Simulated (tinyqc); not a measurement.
Changing the delay t: time-domain thermoreflectance: layered heat flow under a modulated pulse train, and what the signal ratio measures. Computed by tinyqc, a small Python program. Command: `OMP_NUM_THREADS=1 python tinyqc.py 3111569 3111570 out.jsonl tdtr sweep`. One thread of a shared host (Intel(R) Xeon(R) Processor @ 2.30GHz), about 0.1 s of CPU time with the checks.

Pulses repeat at 80 MHz; heat is laid down at the surface, all layers are isotropic.

Inputs (values chosen for the exercise, modelled on aluminium on a SiGe alloy):
```
quantity                                value        unit
metal thickness d                          69          nm
metal conductivity                        130     W/(m K)
metal heat capacity                      2.42  MJ/(m^3 K)
boundary conductance G under the metal    240  MW/(m^2 K)
substrate conductivity kappa             7.48     W/(m K)
substrate heat capacity C                1.67  MJ/(m^3 K)
modulation frequency f                     10         MHz
spot radius w (1/e^2, pump and probe)     5.3  micrometre
```

Stack: metal, substrate.

Method:
- For radial wave number k and angular frequency W each layer has u = sqrt(4 pi^2 k^2 + i W C/kappa) and gamma = kappa u. Surface impedance from below: Z = 1/gamma for the substrate; a layer of thickness L maps Z to (Z + tanh(u L)/gamma)/(1 + gamma Z tanh(u L)); a boundary adds 1/G.
- Response per absorbed watt H(W) = 2 pi int_0^(2/w) Z(k, W) exp(-pi^2 k^2 w^2) k dk by 20 Gauss-Legendre points.
- Signal: X + iY = sum_(m = -M..M) H(2 pi (f + m f_r)) exp(i 2 pi m f_r t) exp(-pi (m/M)^2 x 4), f_r = 80 MHz, M = 4000, with H(-W) the complex conjugate of H(W); V_in = X, V_out = Y, ratio = -V_in/V_out.

One run for each value:
```
delay t (ps)  ratio -V_in/V_out  V_in (K/mW)  V_out (K/mW)
80                       3.3708      0.80132      -0.23772
130                      3.2071      0.76831      -0.23957
220                      2.9732      0.72112      -0.24254
380                      2.6616      0.65752      -0.24704
630                      2.3165      0.58530      -0.25266
1100                     1.8924      0.49273      -0.26037
1800                     1.5031      0.40252      -0.26779
3000                     1.1054      0.30321      -0.27430
5000                     0.7210      0.19880      -0.27572
```

Over the rows, ratio -V_in/V_out falls from 3.37 to 0.721 (exponent d ln y / d ln x -0.10 between the first rows and -0.84 between the last); V_in (K/mW) falls from 0.801 to 0.199 (exponent d ln y / d ln x -0.087 between the first rows and -0.83 between the last); V_out (K/mW) falls from -0.238 to -0.276 (exponent d ln y / d ln x 0.016 between the first rows and 0.010 between the last). V_out changes by 16 % over these delays and V_in by 75 %.
